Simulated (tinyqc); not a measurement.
# From magnetoresistance MR back to magnetic field B

Model: Hall factor, magnetoresistance and optical conductivity for a power-law relaxation time. Computed by tinyqc, a small Python program. Command: `OMP_NUM_THREADS=1 python tinyqc.py 3012745 3012746 out.jsonl magneto inv`. One thread of a shared host (Intel(R) Xeon(R) Processor @ 2.30GHz), about 0.01 s of CPU time with the checks.

One spherical parabolic band, tau(E) = tau_0 x^s with x = E/(k_B T). Landau quantisation is left out.

Inputs (values chosen for the exercise, with a mass close to that of electrons in silicon):
```
quantity                 value  unit
effective mass m          0.27   m_0
exponent s                 1.5     -
tau_0                     1300    fs
reduced Fermi level eta     -8     -
temperature T              250     K
```

Constants: m_0 = 9.1093837015e-31 kg; k_B = 1.380649e-23 J/K; hbar = 1.054571817e-34 J s; e = 1.602176634e-19 C.

Method:
- <y> = int y x^(3/2) f (1 - f) dx / int x^(3/2) f (1 - f) dx, f = 1/(1 + exp(x - eta)).
- Integrals over x = E/(k_B T) use 160 Gauss-Legendre points in u = sqrt(x) from 0 to sqrt(max(eta, 0) + 45).
- n = (2 m k_B T)^(3/2)/(3 pi^2 hbar^3) int x^(3/2) f (1 - f) dx; moments in units of tau_0.
- mu = e <tau>/m; weak field r_H = <tau^2>/<tau>^2 and MR = c (mu B)^2, c = <tau^3>/<tau>^3 - r_H^2; strong field r_H = 1 and MR = <tau> <1/tau> - 1.
- With w_c = e B/m: sigma_xx = (n e^2/m) <tau/(1 + w_c^2 tau^2)>, sigma_xy = (n e^2/m) <w_c tau^2/(1 + w_c^2 tau^2)>; r_H = (n e/B) sigma_xy/(sigma_xx^2 + sigma_xy^2); MR = sigma_0 sigma_xx/(sigma_xx^2 + sigma_xy^2) - 1, sigma_0 = n e^2 <tau>/m.

Task: A run gave the result below. Find the magnetic field B, known to lie between 2.1 and 3.6 T.

magnetoresistance MR = 120.0624 %

Result:

Each step takes the trial c = (a f_b - b f_a)/(f_b - f_a), f being the result less the target and a, b, c the logarithms of the listed values; c replaces end b, the old b replaces a if the sign of f changed, and otherwise f_a is halved.

Scan of the range:
```
magnetic field B (T)  magnetoresistance MR (%)
2.10                                   103.825
2.30                                   107.718
2.51                                   111.465
2.75                                   115.380
3.01                                   119.247
3.29                                   123.041
3.60                                   126.861
```

False position (Illinois rule, in the logarithm of the input) inside the bracket:
```
step    end a    end b    trial  magnetoresistance MR (%)
1     3.01000  3.29000  3.06810                   120.064
2     3.01000  3.06810  3.06790                   120.061
3     3.06810  3.06790  3.06800                   120.062
```

Magnetoresistance MR rises at every point of a 13-point scan of the range (every second point is shown), so one value fits; it is bracketed by 3.01 and 3.29. Answer: magnetic field B = 3.068 T.
